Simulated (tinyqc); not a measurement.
# Changing the hydrogen pressure p

Model: hydrogen passivation of interface dangling bonds: competing passivation and dissociation with distributed barriers. Computed by tinyqc, a small Python program. Command: `OMP_NUM_THREADS=1 python tinyqc.py 3027065 3027066 out.jsonl passiv sweep`. One thread of a shared host (Intel(R) Xeon(R) Processor @ 2.30GHz), about 0.1 s of CPU time with the checks.

P_b + H2 gives P_bH + H at the rate k_f [H2]; P_bH gives P_b + H at the rate k_d. All defects start unpassivated. E_f and E_d are Gaussian and independent.

Inputs (values chosen for the exercise, close to those used for P_b centres at the silicon-oxide interface):

| quantity | value | unit |
|---|---|---|
| defect density N0 | 1.4e+12 | 1/cm^2 |
| passivation prefactor k_f0 | 2.2e-07 | cm^3/s |
| mean passivation barrier E_f | 1.68 | eV |
| spread sigma_f | 0.086 | eV |
| dissociation prefactor k_d0 | 1.8e+13 | 1/s |
| mean dissociation barrier E_d | 2.66 | eV |
| spread sigma_d | 0.041 | eV |
| H2 in the oxide per atm, solubility factor | 6.7e+17 | 1/(cm^3 atm) |
| anneal temperature T | 625 | C |
| anneal time t | 3300 | s |
| oxide thickness | 6.2 | nm |

Constants: k_B = 8.617333262e-05 eV/K; e = 1.602176634e-19 C; eps_0 = 8.8541878128e-12 F/m.

Method:
- [H2] = solubility factor x p; a = k_f0 [H2] exp(-E_f/(k_B T)), d = k_d0 exp(-E_d/(k_B T)). For one pair of barriers the active share is y = [d + a exp(-(a + d) t)]/(a + d).
- Temperatures in kelvin are T(C) + 273.15.
- Average y over both Gaussians with 40 x 40 Gauss-Hermite points.
- Active density N0 y; threshold shift if each active defect holds one charge, e N0 y t_ox/(3.9 eps_0).
- Minimise the averaged y over T between 150 and 900 C: find where ln y is equal at T - 0.05 and T + 0.05 C; T is rounded to 0.1 C.

One run for each value:

| hydrogen pressure p (atm) | active share y | best temperature (C) | least active share |
|---|---|---|---|
| 0.003 | 1.655e-01 | 507.5 | 4.942e-02 |
| 0.009 | 7.173e-02 | 497.8 | 1.603e-02 |
| 0.03 | 2.498e-02 | 485.4 | 4.131e-03 |
| 0.09 | 8.839e-03 | 473.0 | 1.124e-03 |
| 0.3 | 2.719e-03 | 458.6 | 2.601e-04 |
| 0.9 | 9.135e-04 | 445.1 | 6.726e-05 |
| 3 | 2.748e-04 | 430.4 | 1.512e-05 |
| 9 | 9.169e-05 | 417.2 | 3.856e-06 |
| 30 | 2.752e-05 | 403.0 | 8.595e-07 |

Describe and explain the trends.

Over the rows, active share y falls from 0.165 to 2.75e-5 (exponent d ln y / d ln x -0.76 between the first rows and -1.00 between the last); best temperature (C) falls from 508 to 403 (exponent d ln y / d ln x -0.018 between the first rows and -0.029 between the last); least active share falls from 0.0494 to 8.60e-7 (exponent d ln y / d ln x -1.0 between the first rows and -1.2 between the last). At the high end the exponent of active share y is -1.00, close to -1: steady balance d/a. High pressure speeds passivation and shifts the balance, the reason for high-pressure anneals.

Caution (all rows): atomic hydrogen, which both passivates and depassivates, and further passivation during cooling are left out. Caution (rows 0.300, 0.900, 3.00, 9.00, 30.0): a least active share below 1e-3 is a property of the model; measured passivation levels off well above it. Caution (rows 0.900, 3.00, 9.00, 30.0): densities below a few 1e9 per cm^2 are formal: other defects set the floor in real interfaces.

Extremes, crossings and ranges named in words are read from the listed rows.
